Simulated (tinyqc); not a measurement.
Keating valence-force model of a tetrahedral crystal: one step, computed by the program tinyqc.

Atom A sits at 0 and atom B at a/4 (1,1,1) of an fcc lattice; the four bonds from A are t = a/4 (1,1,1), a/4 (1,-1,-1), a/4 (-1,1,-1), a/4 (-1,-1,1), of length d = sqrt(3) a/4. Energy: E = (3 alpha/(8 d^2)) sum over bonds (r.r - d^2)^2 + (3 beta/(8 d^2)) sum over pairs of bonds at one atom (r_i.r_j + d^2/3)^2, with beta_A for the six pairs at A and beta_B for the six at B. The cell holds two atoms, Omega = a^3/4. 1 N/m = 1 J/m^2. With constants fitted to the elastic moduli this model puts optical and zone-boundary frequencies of real crystals too high, by up to about 20 % in elemental crystals and up to about 50 % in compounds, and mostly by more for TA modes; in compounds the lattice part of the static dielectric constant then comes out too low.

Question. Elastic constants and internal strain. beta = (beta_A + beta_B)/2; C11 = (alpha + 3 beta)/a, C12 = (alpha - beta)/a, C44 = 4 alpha beta/(a (alpha + beta)); with the two sublattices clamped C44(0) = (alpha + beta)/a; internal-strain parameter zeta = (alpha - beta)/(alpha + beta); B = (C11 + 2 C12)/3.

Inputs (values chosen for the exercise, modelled on cubic silicon carbide): lattice constant a = 4.36 angstrom; bond stretching alpha = 85.2 N/m; bond bending beta_A = 34.3 N/m; bond bending beta_B = 34.3 N/m.

Structure: zinc blende.

Give: C11; C12; C44; clamped C44(0); internal-strain parameter zeta; bulk modulus B.

Answer.

C11 = 431.4 GPa

C12 = 116.7 GPa

C44 = 224.4 GPa

clamped C44(0) = 274.1 GPa

internal-strain parameter zeta = 0.4259

bulk modulus B = 221.6 GPa

Letting the sublattices shift lowers C44 by 18 %, which is zeta^2. A shear is shared between bond lengths and angles. The model fixes 2 C44 (C11 + C12)/((C11 - C12)(C11 + 3 C12)) = 1.000 whatever alpha and beta are.
